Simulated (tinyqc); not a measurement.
Surface photovoltage measurement of the minority-carrier diffusion length in a wafer: one step, computed by the program tinyqc.

Low injection, steady light, a depletion layer much thinner than 1/alpha and L. The excess density dn is taken at the front edge of the neutral region; light that reaches the back is lost.

Problem. The linear plot. alpha = (84.732/lambda - 76.417)^2 per cm with lambda in micrometre (an empirical fit for silicon between 0.7 and 1.05 micrometre). Thick wafer: dn = Phi L/((S_f + D/L)(L + 1/alpha)). Finite wafer, with s = S_b L/D, w = W/L, a = alpha L: dn = [Phi a/(a^2 - 1)] [a - B - exp(-alpha W)(a - s)/(cosh w + s sinh w)]/(S_f + B D/L), B = (sinh w + s cosh w)/(cosh w + s sinh w). Readings y = (Phi/dn) (1 + noise x g) at 780, 830, 880, 920, 950, 975 and 995 nm; a least-squares line y = c (1/alpha + L_app) gives L_app = intercept/slope.

Inputs (values chosen for the exercise, modelled on p-type silicon at room temperature):

| quantity | value | unit |
|---|---|---|
| diffusion length L | 350 | micrometre |
| wafer thickness W | 625 | micrometre |
| diffusivity D | 24.8 | cm^2/s |
| front recombination velocity S_f | 320 | cm/s |
| back recombination velocity S_b | 84000 | cm/s |
| photon flux entering | 2.3e+13 | 1/(cm^2 s) |
| relative noise of each reading | 0.5 | % |

normal deviates g for the noise: 0.56  0.49  1.38  -0.40  0.05  -1.00  0.26

Give: the table «Readings» with the columns 1/alpha (micrometre), y (cm/s), line (cm/s), for lambda (nm) = 780, 830, 880, 920, 950, 975, 995; slope; apparent length L_app; error of L_app (rounded to 0.001).

Solution.

Readings:

| lambda (nm) | 1/alpha (micrometre) | y (cm/s) | line (cm/s) |
|---|---|---|---|
| 780 | 9.6 | 1103 | 1100 |
| 830 | 15.2 | 1121 | 1119 |
| 880 | 25.3 | 1159 | 1154 |
| 920 | 40.7 | 1200 | 1205 |
| 950 | 61.3 | 1272 | 1275 |
| 975 | 90.9 | 1367 | 1376 |
| 995 | 130.9 | 1520 | 1511 |

slope = 3.389 cm/(s micrometre)

apparent length L_app = 315.0 micrometre

error of L_app (rounded to 0.001) = -9.997 %

Without noise the error would be -11.5 %, from the finite thickness at W/L = 1.8. S_f scales all readings alike and leaves L_app unchanged.
